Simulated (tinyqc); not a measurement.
Inside a calculation: shallow acceptor in the spherical four-band model. Values are carried at full precision from step to step, so a last printed digit may differ when a step is redone from the rounded ones.

Units Ry* = Ry/(g1 eps^2) and a* = a0 eps g1; mu = (6 g3 + 4 g2)/(5 g1) is the spherical heavy-light coupling and delta = (g3 - g2)/g1 the cubic term, which is left out.

Constants: Ry = 13.60569312 eV; a0 (Bohr radius) = 0.5291772105 angstrom.

Inputs chosen for the exercise (near those of a shallow acceptor in Ge; shifted at random, so the results belong to these values and not to a real crystal): g1 = 13.39 (Luttinger gamma1); g2 = 4.24 (gamma2); g3 = 5.68 (gamma3); eps = 15.9 (dielectric constant); al = (0.424, 2.55, 15.3) 1/a*^2 (exponents a_i, the same for f and g); Dso = 0.289 eV (spin-orbit splitting).

## Units and couplings

Give Ry*, a*, mu, delta and the spherical masses 1/(g1 (1 -/+ mu)).

Ry* = 4.019 meV
a* = 112.66 angstrom
mu = 0.76236
delta = 0.1075

heavy and light mass (m0): 0.3143  0.0424

A hydrogen model with the heavy mass would bind by Ry*/(1 - mu) = 16.9 meV and with the light mass by 2.3 meV. delta/mu = 0.14: the cubic term is a modest correction.

## Matrices in a small basis

The ground state 1S3/2 has an L = 0 part f(r) and an L = 2 part g(r). In units of Ry* and a*, with Gaussians f_i = exp(-a_i r^2), g_i = r^2 exp(-a_i r^2), A = a_i + a_j and I(n) = Gamma((n + 1)/2)/(2 A^((n + 1)/2)): S_ff = I(2), S_gg = I(6), H_ff = (6 a_i a_j/A) I(2) - 2 I(1), H_gg = (14 a_i a_j/A) I(6) - 2 I(5), H_fg = -mu [15 I(2) - 20 a_j I(4) + 4 a_j^2 I(6)]; each function is then normalised. The split-off band is left out.

Form S and H.

S:
```
        f1      f2      f3      g1      g2      g3
f1  1.0000  0.5847  0.1844       0       0       0
f2  0.5847  1.0000  0.5855       0       0       0
f3  0.1844  0.5855  1.0000       0       0       0
g1       0       0       0  1.0000  0.2859  0.0194
g2       0       0       0  0.2859  1.0000  0.2868
g3       0       0       0  0.0194  0.2868  1.0000
```

H (Ry*):
```
         f1       f2        f3       g1        g2        g3
f1  -0.8062  -1.0002   -1.1937  -1.2519   -0.3579   -0.0242
f2  -1.0002   2.5535    2.0958  -2.1527   -7.5291   -2.1591
f3  -1.1937   2.0958   33.4162  -0.8742  -12.9546  -45.1749
g1  -1.2519  -2.1527   -0.8742   1.8596    0.8618    0.0194
g2  -0.3579  -7.5291  -12.9546   0.8618   15.1319    7.3168
g3  -0.0242  -2.1591  -45.1749   0.0194    7.3168  100.4420
```

## Ground state in the small basis

Solve H u = E S u for the lowest level of the acceptor; the first half of the basis is L = 0 and the second L = 2. Give E, E without the f-g block, and the L = 2 weight u_g S_gg u_g with u S u = 1.

E = -2.104 Ry*
E without coupling = -0.887 Ry*
L = 2 weight = 0.247

Without the coupling the exact value is -1, which this basis, tuned to the compact coupled state, misses by 0.113. The coupling to L = 2 takes the level to 2.10 times that exact value.

## Converged result

Converged values use 22 exponents 2.2^i, i = -7 to 14, for f and for g.
Ground and next level of the same symmetry, L = 2 weight and mean radius.

1S3/2 and 2S3/2 (Ry*): -2.235  -0.664

binding energies (meV): 9.0  2.7

L = 2 weight = 0.268
<r> = 83.2 angstrom

The small basis reaches 94 % of the binding. The ratio 1S/2S is 3.37 (4 for hydrogen). The binding is 0.03 of Dso, so leaving out the split-off band is safe.

## Checks

- Level at mu = 0 against -1 Ry*: both -1.0000.
- Ground level from a second, denser basis, Ry*: both -2.235.

tinyqc: `OMP_NUM_THREADS=1 python tinyqc.py 1251010 1251011 out.jsonl`; about 0.04 s, one thread, shared Intel(R) Xeon(R) Processor @ 2.30GHz.
